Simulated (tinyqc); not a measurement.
From separation, layer less substrate back to Ge fraction x: composition and strain of an epitaxial Si(1-x)Ge(x) layer from Raman and X-ray peaks. Computed by tinyqc, a small Python program. Command: `OMP_NUM_THREADS=1 python tinyqc.py 3015185 3015186 out.jsonl epiraman inv`. One thread of a shared host (Intel(R) Xeon(R) Processor @ 2.30GHz), about 0.02 s of CPU time with the checks.

A (001) layer, biaxially strained in the plane. The Raman peaks follow empirical lines omega = w0 + c1 x + c3 x^3 + b eps (c3 for Si-Ge alone), with eps the in-plane strain.

Inputs (values chosen for the exercise, modelled on silicon-germanium):
```
quantity                   value      unit
degree of relaxation R         0         -
lattice constant of Si     5.431  angstrom
lattice constant of Ge     5.658  angstrom
bowing B                   0.028  angstrom
2 C12/C11 of Si            0.775         -
2 C12/C11 of Ge            0.753         -
X-ray wavelength        1.540598  angstrom
```

Substrate: silicon.

Method:
- Relaxed lattice constant a(x) = a_Si + (a_Ge - a_Si) x - B x (1 - x).
- In-plane constant a_par = a_sub + R (a(x) - a_sub); eps = a_par/a(x) - 1; eps_perp = -(2 C12/C11) eps with 2 C12/C11 linear in x; a_perp = a(x) (1 + eps_perp).
- Bragg angle theta = arcsin(2 lambda/a) for (004), for the substrate with a_sub and the layer with a_perp; separation in arc seconds.

Problem. A run gave the result below. Find the Ge fraction x, known to lie between 0.55 and 0.85.

separation, layer less substrate = -7136.2 arcsec

Solution.

Each step takes the trial c = (a f_b - b f_a)/(f_b - f_a), f being the result less the target and a, b, c the logarithms of the listed values; c replaces end b, the old b replaces a if the sign of f changed, and otherwise f_a is halved.

Scan of the range:
```
Ge fraction x  separation, layer less substrate (arcsec)
0.550                                           -5194.27
0.591                                           -5588.50
0.636                                           -6022.01
0.684                                           -6485.28
0.735                                           -6978.41
0.791                                           -7520.85
0.850                                           -8093.31
```

False position (Illinois rule, in the logarithm of the input) inside the bracket:
```
step     end a     end b     trial  separation, layer less substrate (arcsec)
1     0.735000  0.791000  0.750868                                   -7132.02
2     0.791000  0.750868  0.751289                                   -7136.09
3     0.791000  0.751289  0.751311                                   -7136.30
4     0.751289  0.751311  0.751300                                   -7136.20
```

separation, layer less substrate falls at every point of a 13-point scan of the range (every second point is shown), so one value fits; it is bracketed by 0.735 and 0.791. Answer: Ge fraction x = 0.7513.

Caution: strains above 2 % survive only in layers a few nanometres thick, and the linear relations lose accuracy.
